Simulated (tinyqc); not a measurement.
# Nucleation and growth of vacancy voids in a cooling silicon-like crystal, step by step

A worked calculation. Computed by tinyqc, a small Python program that keeps every step. Command: `OMP_NUM_THREADS=1 python tinyqc.py 3021501 3021502 out.jsonl voids walk`. One thread of a shared host (Intel(R) Xeon(R) Processor @ 2.30GHz), about 0.9 s of CPU time with the checks. Intermediate numbers are printed to about 6 digits and carried at full precision; extremes and crossings named in words are read from the listed rows.

Spherical voids; vacancies are lost only to voids.

Inputs (values chosen for the exercise, close to those used for silicon):
```
quantity                                    value    unit
vacancy density at the melting point C_m  4.5e+14  1/cm^3
formation energy E_f                         3.79      eV
melting point T_m                            1685       K
diffusion prefactor D0                    0.00046  cm^2/s
migration energy E_m                         0.49      eV
site density rho                            5e+22  1/cm^3
void surface energy gamma                   0.902   J/m^2
cooling rate q                                1.9   K/min
vacancy excess C0                         2.1e+13  1/cm^3
temperature of the worked step T             1400       K
temperature step                            0.125       K
```

Vacancy supply: given.

Constants: k_B = 8.617333262e-05 eV/K; k_B = 1.380649e-23 J/K; e = 1.602176634e-19 C.

## Vacancy excess

C = C0 as given.

initial excess C = 2.10e+13 1/cm^3

## Nucleation rate at T with the initial excess

C_e = C_m exp[-(E_f/k_B)(1/T - 1/T_m)]; D = D0 exp(-E_m/(k_B T)); f = k_B T ln(C/C_e); r* = 2 gamma/(rho f); W* = 16 pi gamma^3/(3 rho^2 f^2); Z = f/sqrt(12 pi W* k_B T); I = rho Z (4 pi r* D C) exp(-W*/(k_B T)).

C_e = 2.21603e+12 1/cm^3

D = 7.92201e-06 cm^2/s

driving force f = 0.271302 eV

critical radius r* = 0.830048 nm

W*/(k_B T) = 134.676

rate I = 8.88043e-36 1/(cm^3 s)

Cooling by 10 K multiplies I by 1.5e9: nucleation switches on within a narrow range of temperature.

## Cooling through the nucleation range

March down from 1500 K in steps dT, dt = dT/q, with values at the upper end of each step: a class of I dt voids is born with r*; then all classes grow by r^2 += 2 D (C - C_e) dt/rho; C falls by the vacancies added to voids. Stop at 1150 K. T_n is the T of the largest I, N the final count (classes under 1e-6 /cm^3 are dropped), and the mean radius the number average.

Rows around the peak of I:
```
T (K)     C (1/cm^3)  C_e (1/cm^3)  I (1/(cm^3 s))  voids (1/cm^3)  mean radius (nm)
1337.25  2.10000e+13   5.07415e+11     1.19077e-01     5.65725e+00            4.7274
1327.25  2.09999e+13   3.96046e+11     3.62236e+01     2.04152e+03            5.0283
1317.25  2.09828e+13   3.07959e+11     4.57420e+03     3.05550e+05            5.3382
1312.25  2.08304e+13   2.71171e+11     3.39522e+04     2.65227e+06            5.5870
1309.25  2.04210e+13   2.51125e+11     7.68184e+04     7.74682e+06            5.9469
1307.25  1.98156e+13   2.38545e+11     9.24488e+04     1.32141e+07            6.4189
1305.25  1.88364e+13   2.26559e+11     7.28627e+04     1.86530e+07            7.1730
1303.25  1.75076e+13   2.15141e+11     3.59637e+04     2.21551e+07            8.1971
1301.25  1.59575e+13   2.04266e+11     1.15457e+04     2.36060e+07            9.3415
1298.25  1.35196e+13   1.88920e+11     1.07595e+03     2.40694e+07           10.9030
1295.25  1.12073e+13   1.74663e+11     5.06417e+01     2.41048e+07           12.0969
```

temperature of peak nucleation T_n = 1307.25 K

void density N = 2.41062e+07 1/cm^3

mean radius = 15.9129 nm

vacancies left at 1150 K = 6.11493e+09 1/cm^3

I rises as supersaturation builds and collapses once the first voids have drawn C down by 6 % at the peak. Nearly all the excess then goes into these voids: [3 C/(4 pi rho N)]^(1/3) = 16.1 nm.

## Cooling rate

The formulas are those given above.

At fixed C:
```
q (K/min)   T_n (K)   N (1/cm^3)  mean radius (nm)
0.19       1320.250  7.93006e+05           49.7738
0.47       1315.500  3.03856e+06           31.7830
0.95       1311.500  8.62760e+06           22.4296
1.90       1307.250  2.41062e+07           15.9129
3.80       1302.875  6.72991e+07           11.2919
7.60       1298.125  1.87581e+08            8.0166
19.00      1291.500  7.23720e+08            5.1052
```

Over the rows N goes as q^1.48 and the radius as q^-0.49, near the 3/2 and -1/2 of the scaling argument (depletion time 1/(4 pi N r D) equal to the time in the nucleation range, at fixed N r^3). T_n drops only 29 K for a factor 100 in q. Fast cooling gives many small voids, which an anneal can dissolve.

## Vacancy excess varied

The formulas are those given above.

At fixed q:
```
C (1/cm^3)   T_n (K)   N (1/cm^3)  mean radius (nm)
8.40e+12    1259.625  5.00142e+07            9.1762
1.30e+13    1282.125  3.53273e+07           11.9294
2.10e+13    1307.250  2.41062e+07           15.9129
3.40e+13    1333.375  1.64192e+07           21.2538
5.20e+13    1357.000  1.17050e+07           27.4293
```

More vacancies nucleate earlier (T_n rises by 97 K) and give fewer, larger voids: N goes as C^-0.80 and the radius as C^0.60, steeper than the -1/2 and +1/2 of the scaling argument at fixed D, because D rises with T_n.

Checks made by the program: Z against the curvature of W(n) (relative difference below 1e-10); N against a run with half the step (relative difference 1e-03).
